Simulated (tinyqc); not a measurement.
Interface traps by the conductance method, a continuum of levels: two steps of the calculation.

MOS capacitor on an n-type substrate; psi is the band bending, negative in depletion; only majority carriers are counted. The traps exchange electrons with the conduction band; their admittance lies in parallel with Cd, and that pair in series with Cox and Rs. w = 2 pi f.

Inputs (values chosen for the exercise): signal frequency f = 1700 Hz.

Question 1. Parallel conductance and capacitance. With x = w tau: Gp/w = Cit ln(1 + x^2)/(2 x), Cp = Cd + Cit arctan(x)/x.

Cd = 76.663982 nF/cm^2
tau = 4.2110911e-5 s
Cit = 7.0495772 nF/cm^2

Give: x; Gp/w; Cp.

Answer 1.

x = 0.44980
Gp/w = 1.4439 nF/cm^2
Cp = 83.289 nF/cm^2

The peak of Gp/w lies at x = 1.98 with the height 0.402 Cit; this frequency gives 0.205 Cit.

Question 2. Extraction from the readings. Ignoring Rs: Gp/w = w Cox^2 Gm/[Gm^2 + w^2 (Cox - Cm)^2].

Cox = 1079.1041 nF/cm^2
Cm = 77.321943 nF/cm^2
Gm/w = 1.2558687 nF/cm^2

Give: extracted Gp/w.

Answer 2.

extracted Gp/w = 1.457 nF/cm^2

The uncorrected series resistance makes this 0.92 % above the true Gp/w.

Program tinyqc, `OMP_NUM_THREADS=1 python tinyqc.py 2030133 2030134 out.jsonl`; Intel Xeon 2.30GHz, shared host, one thread, about 0.02 s.
